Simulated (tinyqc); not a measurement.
Inside a calculation. Method: Ewald sum of point charges, fluorite lattice. Computed by tinyqc, a small Python program that keeps every step. Command: `OMP_NUM_THREADS=1 python tinyqc.py 24810 24811 out.jsonl` (the two numbers bound the seeds that draw the settings). One thread of a shared host (Intel(R) Xeon(R) Processor @ 2.60GHz), about 0.05 s of CPU time with the checks.

## Ewald sum with eta = 0.31 1/bohr

cell vectors (rows) (bohr):
```
[[0.0000, 5.9300, 5.9300],
 [5.9300, 0.0000, 5.9300],
 [5.9300, 5.9300, 0.0000]]
```

Charges:
```
q            f1      f2      f3
4.0000   0.0000  0.0000  0.0000
-2.0000  0.2500  0.2500  0.2500
-2.0000  0.7500  0.7500  0.7500
```

Real space: 1/2 sum q_i q_j erfc(eta r)/r over all images with r > 0; reciprocal space: (2 pi/V) sum_(G != 0) exp(-G^2/4 eta^2)/G^2 |S(G)|^2 with S(G) = sum q exp(i G.r); self term -eta/sqrt(pi) sum q^2; background -pi Q^2/(2 V eta^2), Q the total charge.

Real-space shells (first ones):
```
r (bohr)  pairs  sum (hartree)
5.1355       16        -0.3035
5.9300       12         0.0378
8.3863       36         0.0041
9.8338       48      -3.17e-04
10.2711      16       2.09e-05
11.8600      18       1.21e-06
12.9241      48      -2.17e-07
13.2599      48       4.44e-08
14.5255      72       3.80e-09
15.4066      64      -2.38e-10
16.7726      36              0
17.5412      96              0
```

Reciprocal shells (first ones that count):
```
G^2 (1/bohr^2)  vectors  sum (hartree)
0.8420                8         0.2562
1.1227                6         0.2778
3.0873               24         0.0006
3.3680                8       3.59e-04
5.3327               24       1.02e-06
5.6133               24       1.88e-06
7.5780               32       2.79e-09
```

## The total does not depend on eta

The same sums for other eta.

Totals (hartree per cell):
```
eta        real  reciprocal     self  background      total
0.3100  -0.2620      0.5349  -4.1976      0.0000  -3.924646
0.4150  -0.0301      1.7248  -5.6193      0.0000  -3.924646
0.5360  -0.0012      3.3343  -7.2577      0.0000  -3.924646
```

shortest distance = 5.1355 bohr

Madelung constant -E d / (formula units |q+ q-|) = 2.5194
